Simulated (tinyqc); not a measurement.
Effective-mass impurity with a central-cell term, in a basis of Slater functions: one step, computed by the program tinyqc.

The envelope obeys H = -nabla^2 - (2/r) [Z + A exp(-kappa r)] in effective units, with kappa = a*/lambda; positive A deepens the well near the core.

Problem. Generalised eigenproblem. (T + V + W) c = E S c with c^T S c = 1 and the largest component positive.

Impurity: acceptor, one isotropic band.

kinetic T (Ry*):
```
           1          2          3          4
1     0.2809  0.5016716  0.5812045  0.5083233
2  0.5016716   1.485961   2.653843   3.074572
3  0.5812045   2.653843   7.860734   14.03883
4  0.5083233   3.074572   14.03883   41.58328
```

Coulomb V (Ry*):
```
           1          2          3          4
1      -1.06  -1.358094  -1.303911  -1.037929
2  -1.358094     -2.438  -3.123615  -2.998996
3  -1.303911  -3.123615    -5.6074  -7.184316
4  -1.037929  -2.998996  -7.184316  -12.89702
```

central cell W (Ry*):
```
            1           2          3          4
1  0.02271197  0.07534172  0.2352058  0.6492727
2  0.07534172   0.2502365  0.7832457   2.173092
3   0.2352058   0.7832457   2.465262   6.914489
4   0.6492727    2.173092   6.914489   19.81406
```

overlap S:
```
          1         2         3         4
1  1.000000  0.776497  0.391130  0.148732
2  0.776497  1.000000  0.776497  0.391130
3  0.391130  0.776497  1.000000  0.776497
4  0.148732  0.391130  0.776497  1.000000
```

Give: two lowest levels; coefficients of the lowest state; <T>; <W>.

Solution.

two lowest levels (Ry*): -0.9081  -0.0982

coefficients of the lowest state: 0.3362  0.7855  -0.0948  -0.0154

<T> = 0.8232 Ry*

<W> = 0.05294 Ry*
